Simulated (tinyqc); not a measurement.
Berg model of reactive sputtering of a nitride or oxide: poisoning, hysteresis and pumping speed: one step, computed by the program tinyqc. Command: `OMP_NUM_THREADS=1 python tinyqc.py 3031349 3031350 out.jsonl berg walk`. One thread of a shared host (Intel(R) Xeon(R) Processor @ 2.30GHz), about 0.04 s of CPU time with the checks.

A diatomic gas reacts with bare metal on the target and on the collecting surfaces; ions remove metal and compound from the target. theta_t and theta_c are the compound fractions.

Question. Steady state at the pressure P. Ion flux j = J/e; gas flux F = P/sqrt(2 pi M k_B T). Target: (2/z) alpha F (1 - theta_t) = j Y_c theta_t. Sputtered flows F_c = j Y_c theta_t A_t, F_m = j Y_m (1 - theta_t) A_t. Collector: (2/z) alpha F (1 - theta_c) A_c + F_c (1 - theta_c) = F_m theta_c. Gas use Q = alpha F [(1 - theta_t) A_t + (1 - theta_c) A_c] + P S/(k_B T); 1 sccm = 4.4780e17 molecules/s. Rate R = F_m + F_c, given relative to j Y_m A_t.

Inputs (values chosen for the exercise, close to those used for tantalum nitride):
```
quantity                          value     unit
ion current density J                36  mA/cm^2
target area A_t                     110     cm^2
collecting area A_c                5200     cm^2
metal yield Y_m                    0.63        -
compound yield Y_c                  0.2        -
sticking coefficient alpha         0.49        -
reactive atoms per metal atom z       1        -
gas mass M                           28        u
pumping speed S                     450      l/s
gas temperature T                   300        K
reactive partial pressure P      0.0053       Pa
```

Constants: e = 1.602176634e-19 C; u = 1.6605390666e-27 kg; k_B = 1.380649e-23 J/K.

Give: ion flux j; gas flux F; theta_t; theta_c; gas use; total flow Q; rate relative to clean metal.

Answer.

ion flux j = 2.2469e+17 1/(cm^2 s)

gas flux F = 1.5236e+16 1/(cm^2 s)

theta_t = 0.24940

theta_c = 0.87095

gas use (sccm): target 1.377, collector 11.188, pump 1.286

total flow Q = 13.851 sccm

rate relative to clean metal = 0.82978

The target is mostly metallic. The film is 87.1 % compound.
